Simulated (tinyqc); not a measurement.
Closing and inverting the gap: three-level Kane dispersion of a narrow-gap semiconductor.

Zero of energy at Gamma8, c = hbar^2/2m0, P^2 = Ep c. The free-electron term and remote bands are left out, so the heavy holes are flat at E = 0 and the other three bands obey E (E - Eg)(E + Dso) = P^2 k^2 (E + 2 Dso/3). The conduction band is the highest root; its edge is Ec = max(Eg, 0).

Constants: hbar^2/2m0 = 3.80998211 eV angstrom^2.

Inputs chosen for the exercise (out of a larger set: near those of HgTe; not measured data): Dso = 1.11 eV (spin-orbit splitting); Ep = 19.1 eV (Kane energy); k = 0.034 1/angstrom (wave vector).

Eg is varied at fixed k, Dso and Ep. Edge mass: Eg (Eg + Dso)/(Ep (Eg + 2 Dso/3)) for Eg > 0, 3 |Eg|/(2 Ep) for Eg < 0. The Gamma6 weight of the conduction state is 1/(1 + P^2 k^2 [(2/3)/E^2 + (1/3)/(E + Dso)^2]).

Results:
```
Eg (eV)      m0*  highest root (eV)  middle (eV)  lowest (eV)  E - Ec (meV)  Gamma6 weight
-0.200   0.01571             0.1640      -0.3326      -1.1414         164.0          0.322
-0.100   0.00785             0.2008      -0.2724      -1.1384         200.8          0.415
-0.040   0.00314             0.2275      -0.2407      -1.1368         227.5          0.476
0.010    0.00078             0.2526      -0.2170      -1.1356         242.6          0.528
0.040    0.00309             0.2689      -0.2040      -1.1349         228.9          0.559
0.100    0.00754             0.3042      -0.1805      -1.1337         204.2          0.617
0.200    0.01459             0.3704      -0.1485      -1.1319         170.4          0.703
```

Give the missing row, Eg (eV) = -0.010.

Computed row:
```
Eg (eV)      m0*  highest root (eV)  middle (eV)  lowest (eV)  E - Ec (meV)  Gamma6 weight
-0.010   0.00079             0.2422      -0.2262      -1.1360         242.2          0.507
```

The edge mass vanishes with |Eg| from both sides, yet the kinetic energy at this k stays finite, at most 242.6 meV in the table; at Eg = 0 the two-level form, without the split-off band, gives the linear value sqrt(2/3) P k = 236.8 meV. The Gamma6 weight of the conduction state goes smoothly from 0.32 to 0.70 and is 0.51 and 0.53 in the two rows next to Eg = 0: at finite k nothing jumps at the inversion.

Computed by tinyqc, a small Python program: `OMP_NUM_THREADS=1 python tinyqc.py 1051502 1051503 out.jsonl` (the numbers bound the seed that draws the inputs); one thread of a shared host (Intel(R) Xeon(R) Processor @ 2.30GHz), about 0.01 s for the whole set of steps.
